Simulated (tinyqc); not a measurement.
Sputter depth profiling of a dopant layer: erosion rate, quantification and the mixing-roughness response: one step, computed by the program tinyqc. Command: `OMP_NUM_THREADS=1 python tinyqc.py 3004703 3004704 out.jsonl sims walk`. One thread of a shared host (Intel(R) Xeon(R) Processor @ 2.30GHz), about 0.01 s of CPU time with the checks.

A rastered ion beam erodes silicon (49.94 atoms per nm^3). The measured profile is the true one convolved with a depth response.

Problem. Measured shape. Mixing alone turns a layer at z0 into (1/w) exp(-(z - z0 + w)/w) for z > z0 - w; roughness adds a Gaussian of width sigma. With x = z - z0 + w: g(x) = (1/(2w)) exp(sigma^2/(2 w^2) - x/w) erfc((sigma/w - x/sigma)/sqrt2), and its integral G(x) = (1/2) erfc(-x/(sigma sqrt2)) - w g(x). Measured: Q g(x), 1 nm = 1e-7 cm. Find the maximum, the full width at half maximum and the deep point where the profile falls to C_B; far down, the trailing edge decays by w ln(10) per decade.

Inputs (values chosen for the exercise, modelled on a dopant in silicon under an oxygen or caesium beam):
```
quantity,value,unit
roughness sigma,0.89,nm
depth of the layer z0,52,nm
sheet density Q,1.6e+14,1/cm^2
level that defines the junction C_B,3e+17,1/cm^3
```

True profile: delta layer.

mixing length w = 3.756594 nm

Give: depth of the maximum; peak concentration; full width at half maximum; apparent junction depth; trailing slope.

Solution.

depth of the maximum = 49.47 nm

peak concentration = 2.759e+20 1/cm^3

full width at half maximum = 4.615 nm

apparent junction depth = 75.62 nm

trailing slope = 8.650 nm/decade

The true deep edge lies at 52 nm, so the junction appears 23.6 nm too deep.
